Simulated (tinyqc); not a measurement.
# Inputs raised by 5 %, one at a time

Model: time-domain thermoreflectance: layered heat flow under a modulated pulse train, and what the signal ratio measures. Computed by tinyqc, a small Python program. Command: `OMP_NUM_THREADS=1 python tinyqc.py 3112692 3112693 out.jsonl tdtr sens`. One thread of a shared host (Intel(R) Xeon(R) Processor @ 2.30GHz), about 0.1 s of CPU time with the checks.

Pulses repeat at 80 MHz; heat is laid down at the surface, all layers are isotropic.

Inputs (values chosen for the exercise, modelled on aluminium on sapphire):

| quantity | value | unit |
|---|---|---|
| metal thickness d | 88 | nm |
| metal conductivity | 140 | W/(m K) |
| metal heat capacity | 2.42 | MJ/(m^3 K) |
| boundary conductance G under the metal | 280 | MW/(m^2 K) |
| substrate conductivity kappa | 33 | W/(m K) |
| substrate heat capacity C | 3.05 | MJ/(m^3 K) |
| modulation frequency f | 1 | MHz |
| spot radius w (1/e^2, pump and probe) | 5.9 | micrometre |
| delay t | 640 | ps |

Stack: metal, substrate.

Method:
- For radial wave number k and angular frequency W each layer has u = sqrt(4 pi^2 k^2 + i W C/kappa) and gamma = kappa u. Surface impedance from below: Z = 1/gamma for the substrate; a layer of thickness L maps Z to (Z + tanh(u L)/gamma)/(1 + gamma Z tanh(u L)); a boundary adds 1/G.
- Response per absorbed watt H(W) = 2 pi int_0^(2/w) Z(k, W) exp(-pi^2 k^2 w^2) k dk by 20 Gauss-Legendre points.
- Signal: X + iY = sum_(m = -M..M) H(2 pi (f + m f_r)) exp(i 2 pi m f_r t) exp(-pi (m/M)^2 x 4), f_r = 80 MHz, M = 4000, with H(-W) the complex conjugate of H(W); V_in = X, V_out = Y, ratio = -V_in/V_out.

Runs:

| input moved | from | to | ratio -V_in/V_out | V_in (K/mW) | V_out (K/mW) | phase of H(2 pi f) (degrees) |
|---|---|---|---|---|---|---|
| base run | - | - | 2.406 | 0.5201 | -0.2162 | -37.18 |
| metal thickness d (nm) | 88 | 92.4 | 2.376 | 0.5122 | -0.2156 | -37.20 |
| boundary conductance G under the metal (MW/(m^2 K)) | 280 | 294 | 2.385 | 0.5156 | -0.2161 | -37.30 |
| substrate conductivity kappa (W/(m K)) | 33 | 34.65 | 2.450 | 0.5148 | -0.2101 | -36.89 |
| substrate heat capacity C (MJ/(m^3 K)) | 3.05 | 3.2025 | 2.421 | 0.5140 | -0.2123 | -37.25 |
| modulation frequency f (MHz) | 1 | 1.05 | 2.416 | 0.5134 | -0.2125 | -37.37 |
| spot radius w (1/e^2, pump and probe) (micrometre) | 5.9 | 6.195 | 2.366 | 0.4717 | -0.1994 | -37.65 |
| delay t (ps) | 640 | 672 | 2.375 | 0.5134 | -0.2162 | -37.18 |

Exponents ln(y'/y) / ln(x'/x):

| input | ratio -V_in/V_out | V_in | V_out | phase of H(2 pi f) |
|---|---|---|---|---|
| metal thickness d | -0.258 | -0.313 | -0.055 | 0.014 |
| boundary conductance G under the metal | -0.175 | -0.179 | -0.004 | 0.068 |
| substrate conductivity kappa | 0.368 | -0.212 | -0.580 | -0.157 |
| substrate heat capacity C | 0.126 | -0.241 | -0.367 | 0.042 |
| modulation frequency f | 0.082 | -0.266 | -0.348 | 0.104 |
| spot radius w (1/e^2, pump and probe) | -0.345 | -2.004 | -1.658 | 0.259 |
| delay t | -0.268 | -0.265 | 0.003 | 0.000 |

Which inputs matter most for each result?

Among the inputs moved here: ratio -V_in/V_out answers most in size to substrate conductivity kappa (exponent +0.368), next to spot radius w (1/e^2, pump and probe) (-0.345). V_in answers most in size to spot radius w (1/e^2, pump and probe) (exponent -2.004), next to metal thickness d (-0.313). Its exponent -2.004 in spot radius w (1/e^2, pump and probe): one-dimensional flow, power over area. V_out answers most in size to spot radius w (1/e^2, pump and probe) (exponent -1.658), next to substrate conductivity kappa (-0.580). Phase of H(2 pi f) answers most in size to spot radius w (1/e^2, pump and probe) (exponent +0.259), next to substrate conductivity kappa (-0.157); its exponent is below 0.0005 for delay t.
